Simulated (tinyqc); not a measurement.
Six-transistor SRAM cell, nodal equations and margins: two steps of the calculation.

Two cross-coupled inverters (pull-down bn, pull-up bp) hold the nodes Q and QB; access transistors (ba, threshold VTn, gate on the word line at Vdd when selected) join them to the bit lines. Transistor (EKV form, voltages against the body): I = 2 n b Vt^2 [F(vp - Vs) - F(vp - Vd)] from drain to source, F(v) = ln^2(1 + exp(v/(2 Vt))), vp = (Vg - VT + sg |Vd - Vs|)/n. n-channel bodies are at 0; for the p-channel device all voltages are counted down from Vdd. b in uA/V^2 gives I in uA. For an access transistor the bit line is the drain and the node the source. In a read both bit lines are at Vdd. The cell is symmetric (no mismatch).

Parameters, values chosen for the exercise:
- T = 293 K (temperature)
- Vdd = 1 V (supply voltage)
- n = 1.34 (slope factor)
- sg = 0.068 (drain-induced barrier lowering)
- VTn = 0.27 V (n-channel threshold)
- VTp = 0.41 V (p-channel threshold (magnitude))
- bn = 810 uA/V^2 (gain factor of the pull-down transistor)
- ba = 540 uA/V^2 (gain factor of the access transistor)
- bp = 450 uA/V^2 (gain factor of the pull-up transistor)

Constants: q = 1.602176634e-19 C, kB = 1.380649e-23 J/K, Vt = kB T/q. Results are converted to the units shown.

Task 1. Node voltages in a read by Newton steps. F1 = In(gate QB, drain Q) - Ip(gate QB, drain Q) - Ia(bit line, Q), F2 the same with Q and QB exchanged; J by central differences with +/- 1e-6 V; solve J d = -F, limit each component to +/- 0.15 V and add.

(Q, QB) after iteration 1 (V): Q 0.12289504, QB 0.99994244

Wanted: F1, F2; J; (Q, QB) after iteration 2.

Result 1.

F1, F2 (uA): [-13.41, 0.09]

J (uS):
```
        Q     QB
F1  825.9   99.6
F2    2.6  210.2
```

(Q, QB) after iteration 2 (V): Q 0.1392, QB 0.9993

Task 2. Read current and disturbance. Iread = Ia(bit line at Vdd, source Q); cell ratio bn/ba; time to pull a bit line of 20 fF down by 0.1 V at that current.

(Q, QB) (V): Q 0.13952295, QB 0.99923565

Wanted: Iread; cell ratio; time.

Result 2.

Iread = 72.92 uA
cell ratio = 1.500
time = 27.43 ps

Numbers from tinyqc (`OMP_NUM_THREADS=1 python tinyqc.py 2340062 2340063 out.jsonl`; about 0.1 s on one thread of a shared Intel Xeon 2.30GHz).
